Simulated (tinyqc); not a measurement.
Absorption coefficient and reflectance from two thicknesses.

Question. With transparent contact layers the responsivity is (1 - Rf)(1 - exp(-al wi)) q lam/(h c). The second absorber is twice as thick as the first. Find al and Rf.

Inputs (values chosen for the exercise):
```
symbol  value  unit     meaning
lam       532    nm  wavelength
```

Constants: q = 1.602176634e-19 C, h = 6.62607015e-34 J s, c = 299792458 m/s. Results are converted to the units shown.

responsivity for wi = 0.33 and 0.66 um (A/W): 0.086356223  0.15340168

Solution. The ratio of the responsivities is 1 + exp(-al w1), which gives al; either value then gives 1 - Rf.

al = 7670 1/cm
Rf = 0.1000

Computed by the program tinyqc: `OMP_NUM_THREADS=1 python tinyqc.py 2250005 2250006 out.jsonl`, one thread of a shared Intel Xeon 2.30GHz, about 0.01 s for the whole run.
